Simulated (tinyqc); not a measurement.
Tail temperature from the power law.

Inverse problem. When tail states hold most of the charge, the linear current goes as I = A (Vg - VT)^g with g = 2 Tt/T - 1. Find g, Tt and the tail width kB Tt.

Parameters, values chosen for the exercise:
```
symbol  value  unit      meaning
T         250     K  temperature
```

Constants: q = 1.602176634e-19 C, kB = 1.380649e-23 J/K, Vt = kB T/q. Results are converted to the units shown.

I at Vg - VT = 2.3 and 3.4 V (nA): [9.3536905, 21.421767]

Answer. g is the slope of ln I against ln(Vg - VT).

g = 2.120
Tt = 390.0 K
kB Tt = 33.61 meV

Computed by the program tinyqc: `OMP_NUM_THREADS=1 python tinyqc.py 2610051 2610052 out.jsonl`, one thread of a shared Intel Xeon 2.30GHz, about 0.02 s for the whole run.
